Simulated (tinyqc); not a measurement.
# Worked calculation: threshold of a short bulk MOSFET: charge sharing, barrier lowering, narrow width

Program tinyqc, `OMP_NUM_THREADS=1 python tinyqc.py 2002169 2002170 out.jsonl`; Intel Xeon 2.30GHz, shared host, one thread, about 0.01 s. Printed values are rounded.

n-channel device on a p-type body, depletion approximation, full ionisation. Uniform doping N = Na. Vbi from Boltzmann statistics is rough for the degenerate source. Cox = eps0 eox/tox.

Inputs (values chosen for the exercise); band and dielectric values close to those of silicon: temperature T = 350 K; band gap Eg = 1.12 eV; relative permittivity eps_r = 11.6; conduction-band density of states at T Nc = 3.47e19 cm^-3; valence-band density of states at T Nv = 3.38e19 cm^-3; relative permittivity of the gate insulator (close to silicon dioxide) eox = 3.9; insulator thickness tox = 4.6 nm; channel doping Na = 2e18 cm^-3; source and drain doping Nsd = 1e20 cm^-3; flat-band voltage for the doping Na Vfb = -0.93 V; junction depth xj = 14 nm; body-source voltage Vbs = 0 V; drain-source voltage Vds = 1 V; gate width W = 320 nm; shape factor of the fringing depletion at the width edges xw = 0; channel length L = 180 nm.

Constants: q = 1.602176634e-19 C, kB = 1.380649e-23 J/K, Vt = kB T/q, eps0 = 8.8541878128e-14 F/cm where lengths are in cm. Results are converted to the units shown.

## Long-channel threshold and scales

ni = sqrt(Nc Nv) exp(-Eg/(2 Vt)), Eg in volts; 2 pB = 2 Vt ln(N/ni); flat band Vfb - Vt ln(N/Na); Wd = sqrt(2 eps0 eps_r (2 pB - Vbs)/(q N)); body term q N Wd/Cox; long-channel VT0 = flat band + 2 pB + body term; Vbi = Vt ln(N Nsd/ni^2); scale length l = sqrt((eps_r/eox) tox Wd).

N = 2e18 cm^-3
2 pB = 0.948660 V
flat band = -0.93 V
Wd = 24.6606 nm
body term = 1.05266 V
VT0 = 1.07132 V
Vbi = 1.06665 V
l = 18.3687 nm

## Short-channel and narrow-width shifts

Charge sharing (trapezoid; it ignores Vds): F = (xj/L)(sqrt(1 + 2 Wd/xj) - 1), lowering = body term times F. Barrier lowering: th = exp(-L/(2 l)) + 2 exp(-L/l), lowering = th [2 (Vbi - 2 pB) + Vds], DIBL = th. Narrow width: rise = body term times xw Wd/W. VT by each model = VT0 - lowering + rise.

F = 0.0876338
lowering by charge sharing = 92.2487 mV
th = 0.00756016
lowering of the barrier = 9.34420 mV
DIBL = 7.56016 mV/V
narrow-width rise = 0 mV
VT, charge sharing = 0.979072 V
VT, barrier lowering = 1.06198 V

L is 9.80 scale lengths. The charge-sharing lowering is 9.87 times the barrier lowering; the first falls off as 1/L and the second exponentially. Both describe the same loss of gate control, so they are alternatives and are not added.
